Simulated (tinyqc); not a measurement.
Worked calculation: one-electron ion in a basis of Gaussians. One step of it, computed by the program tinyqc.

Question. Matrices over normalised Gaussians. With p = a_i + a_j and I(k) = Gamma((k+1)/2) / (2 p^((k+1)/2)): S = I(2l+2), T = (2l+3) a_i a_j S / p, V = -Z I(2l+1), each divided by sqrt(S_ii S_jj).

exponents of r^l exp(-a r^2) (1/bohr^2): [0.079360, 0.345800, 1.507000, 6.566000, 28.610000]

Z = 3

l = 1

Give: S; T; V.

Answer.

S:
$$\begin{pmatrix}
1.0000 & 0.5361 & 0.1255 & 0.0220 & 0.0036 \\
0.5361 & 1.0000 & 0.5360 & 0.1255 & 0.0220 \\
0.1255 & 0.5360 & 1.0000 & 0.5361 & 0.1256 \\
0.0220 & 0.1255 & 0.5361 & 1.0000 & 0.5361 \\
0.0036 & 0.0220 & 0.1256 & 0.5361 & 1.0000
\end{pmatrix}$$

T (hartree):
$$\begin{pmatrix}
0.1984 & 0.1730 & 0.0473 & 0.0086 & 0.0014 \\
0.1730 & 0.8645 & 0.7538 & 0.2062 & 0.0376 \\
0.0473 & 0.7538 & 3.7675 & 3.2855 & 0.8987 \\
0.0086 & 0.2062 & 3.2855 & 16.4150 & 14.3144 \\
0.0014 & 0.0376 & 0.8987 & 14.3144 & 71.5250
\end{pmatrix}$$

V (hartree):
$$\begin{pmatrix}
-0.8991 & -0.7888 & -0.3568 & -0.1280 & -0.0432 \\
-0.7888 & -1.8768 & -1.6466 & -0.7448 & -0.2672 \\
-0.3568 & -1.6466 & -3.9179 & -3.4376 & -1.5550 \\
-0.1280 & -0.7448 & -3.4376 & -8.1781 & -7.1753 \\
-0.0432 & -0.2672 & -1.5550 & -7.1753 & -17.0710
\end{pmatrix}$$
